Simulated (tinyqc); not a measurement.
Silicon n-p-n transistor, Gummel numbers and transit times: two steps of the calculation.

One-dimensional n-p-n transistor in the forward active mode at low injection. In the base p(x) = NB exp(-eta x/wb) and ni(x)^2 = ni^2 exp((g0 + g1 x/wb)/Vt); electrons leave the base at vsat; band spikes at the emitter junction and recombination inside the emitter are ignored.

Inputs (values chosen for the exercise); band and dielectric values close to those of silicon: temperature T = 250 K; band gap Eg = 1.13 eV; relative permittivity eps_r = 11.5; conduction-band density of states at T Nc = 2.11e19 cm^-3; valence-band density of states at T Nv = 2.03e19 cm^-3; saturation velocity vsat = 1.02e7 cm/s; neutral base width wb = 200 nm; base doping at the emitter edge NB = 4.6e17 cm^-3; doping falls as exp(-eta x/wb) eta = 1.9; gap reduction at the emitter edge of the base g0 = 0 eV; further gap reduction across the base (linear) g1 = 0 eV; electron diffusion coefficient in the base Dn = 5.8 cm^2/s; emitter doping NE = 9e19 cm^-3; gap reduction in the emitter (negative: wider gap) gE = 0.12 eV; neutral emitter width we = 240 nm; hole diffusion coefficient in the emitter Dp = 1.9 cm^2/s; recombination velocity at the emitter contact Se = 3e5 cm/s; electron lifetime in the base tb = 3e-8 s; collector doping NC = 1.2e16 cm^-3; collector-base reverse bias VCB = 1.5 V.

Constants: q = 1.602176634e-19 C, kB = 1.380649e-23 J/K, Vt = kB T/q, eps0 = 8.8541878128e-14 F/cm where lengths are in cm. Results are converted to the units shown.

Question 1. Base Gummel number and transit time. f(x) = p(x) ni^2/ni(x)^2; I(x) = integral from x to wb of f/Dn, plus f(wb)/vsat; base Gummel number GB = I(0); electron density per unit flux n/(J/q) = I/f; base transit time tauB = integral of I/f over the base. Trapezoid rule on 11 equal steps.

Give: x; f; I; I/f; GB; tauB.

Answer 1.

x, point 0 to 11 (nm): [0.0, 18.2, 36.4, 54.5, 72.7, 90.9, 109.1, 127.3, 145.5, 163.6, 181.8, 200.0]
f, point 0 to 11 (cm^-3): [4.600e17, 3.870e17, 3.256e17, 2.740e17, 2.305e17, 1.939e17, 1.632e17, 1.373e17, 1.155e17, 9.719e16, 8.177e16, 6.880e16]
I, point 0 to 11 (s/cm^4): [7.185e11, 5.857e11, 4.740e11, 3.800e11, 3.010e11, 2.344e11, 1.785e11, 1.314e11, 9.174e10, 5.840e10, 3.035e10, 6.745e9]
I/f, point 0 to 11 (s/cm): [1.562e-6, 1.513e-6, 1.456e-6, 1.387e-6, 1.306e-6, 1.209e-6, 1.094e-6, 9.568e-7, 7.942e-7, 6.008e-7, 3.711e-7, 9.804e-8]
GB = 7.185e11 s/cm^4
tauB = 20.94 ps

Question 2. Gain, Early voltage and collector delay. ni = sqrt(Nc Nv) exp(-Eg/(2 Vt)), Eg in volts; GE = NE exp(-gE/Vt)(we/Dp + 1/Se); JC = J0 exp(VBE/Vt), J0 = q ni^2/GB; gain limited by back injection GE/GB, by base recombination tb/tauB, together 1/beta = the sum of the inverses; collector layer one-sided, Wc = sqrt(2 eps0 eps_r (Vbc + VCB)/(q NC)), Vbc = Vt ln(p(wb) NC/ni^2), Cjc = eps0 eps_r/Wc; Early voltage VA = GB q p(wb)/(f(wb) Cjc [1/Dn - (eta + g1/Vt)/(wb vsat)]), f(wb) = p(wb) exp(-(g0 + g1)/Vt), p(wb) = NB exp(-eta); tauC = Wc/(2 vsat).

GB = 7.1848855e11 s/cm^4
tauB = 20.940154 ps

Wanted: ni; GE; J0; GE/GB; tb/tauB; beta; Wc; Cjc; VA; tauC.

Answer 2.

ni = 8.433e7 cm^-3
GE = 5.474e12 s/cm^4
J0 = 1.586e-15 A/cm^2
GE/GB = 7.619
tb/tauB = 1433
beta = 7.579
Wc = 498.5 nm
Cjc = 0.2042 fF/um^2
VA = 34.56 V
tauC = 2.444 ps

The gain is limited more by back injection into the emitter. beta VA = 262 V.

Range of the model: The collector doping exceeds a tenth of the base doping at that edge, so the collector layer reaches noticeably into the base. Heavy doping makes emitter or base degenerate; gE and g0 are to be read as apparent gap changes that include this.

Numbers from tinyqc (`OMP_NUM_THREADS=1 python tinyqc.py 2320107 2320108 out.jsonl`; about 0.01 s on one thread of a shared Intel Xeon 2.30GHz).
